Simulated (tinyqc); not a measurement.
Length of a molecular wire: coherent transport through a tight-binding bridge. Computed by the program tinyqc. 

A uniform bridge between two chains:

| parameter | value |
|---|---|
| site energy (eV) | 0.090000 |
| hopping in the bridge (eV) | 0.930000 |
| lead hopping (eV) | 2.440000 |
| couplings (eV) | 1.16, 0.71 |
| E (eV) | -0.420000 |

T = Gamma_L Gamma_R |G_1n|^2 with the self-energies of semi-infinite chains.

Transmission against length:

| sites | T | ln T |
|---|---|---|
| 2 | 5.6159e-01 | -0.577 |
| 3 | 4.1950e-01 | -0.869 |
| 4 | 7.8339e-01 | -0.244 |
| 5 | 3.9140e-01 | -0.938 |
| 6 | 6.7123e-01 | -0.399 |
| 7 | 4.9472e-01 | -0.704 |
| 8 | 4.5803e-01 | -0.781 |
| 9 | 7.2645e-01 | -0.320 |
| 10 | 3.8678e-01 | -0.950 |

E lies inside the band of the bridge (|E - e|/2h = 0.274 < 1): T does not decay but oscillates with length, between 0.387 and 0.783 here, as levels of the bridge pass E.
